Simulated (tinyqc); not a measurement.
Approximations to the ground state: Holstein polaron on two sites. Computed by tinyqc, a small Python program. Command: `OMP_NUM_THREADS=1 python tinyqc.py 3003806 3003807 out.jsonl holstein walk`. One thread of a shared host (Intel(R) Xeon(R) Processor @ 2.30GHz), about 0.01 s of CPU time with the checks.

One electron on sites 1 and 2: H = -t (c1+ c2 + c2+ c1) + hbar omega sum_i b_i+ b_i - g hbar omega sum_i n_i (b_i + b_i+). The symmetric phonon shifts the energy by -g^2 hbar omega/2 and drops out; with b = (b_1 - b_2)/sqrt(2) there remains H = -t sigma_x + hbar omega b+ b - (g hbar omega/sqrt(2)) sigma_z (b + b+). Parity splits it into blocks p = +1 and -1 over phonon numbers n. Zero-point energies are left out. Weights Z refer to mode b alone; the displaced symmetric mode multiplies the full zero-phonon weight by exp(-g^2/2).

Inputs (values chosen for the exercise, for a model dimer): hopping t = 2 meV; phonon energy hbar omega = 24 meV; coupling g = 0.139.

Method:
- Polaron binding energy E_p = g^2 hbar omega; ratio E_p/t (the adiabatic potential has two wells when it exceeds 1); adiabaticity hbar omega/t.
- Block p: H_nn = n hbar omega - p t (-1)^n - g^2 hbar omega/2, H_(n,n+1) = -(g hbar omega/sqrt(2)) sqrt(n + 1).
- Use 60 levels in both blocks; Z = c_0^2 is the weight of n = 0 in the ground state c; the splitting is the lowest odd level less the lowest even one, which without coupling is the smaller of 2t and hbar omega; <sigma_x> = sum (-1)^n c_n^2 measures the kinetic energy.
- Second order: E = -t - E_p/2 - (E_p/2) hbar omega/(hbar omega + 2t). Lang-Firsov: E = -E_p - t exp(-g^2). Variable displacement: E(x) = -E_p/2 - t exp(-g^2 x^2) - (E_p/2)(2x - x^2), minimised over 0 <= x <= 1. Adiabatic, classical lattice: E = -E_p/2 - t for E_p < t, else -E_p - t^2/(2 E_p); it leaves out the change of zero-point energy.

E_p = 0.463704 meV

E_p/t = 0.231852

ground-state energy = -2.43082 meV

hbar omega/t = 12

splitting/(2t) = 0.980345

Ground-state energy (meV):
```
method                       E  E - exact
second order in g      -2.4306    0.00023
Lang-Firsov            -2.4254    0.00538
variable displacement  -2.4308    0.00003
adiabatic, classical   -2.2319    0.19896
```

best displacement x = 0.85888

What follows from these numbers?

Closest here is variable displacement (0.00 meV), furthest adiabatic, classical (+0.20 meV), at hbar omega/t = 12.00 and E_p/t = 0.23. Lang-Firsov and variable displacement are variational and lie above the exact value. The Lang-Firsov narrowing exp(-g^2) = 0.981 compares with the exact splitting ratio 0.98.

Extremes, crossings and ranges named in words are read from the listed rows.
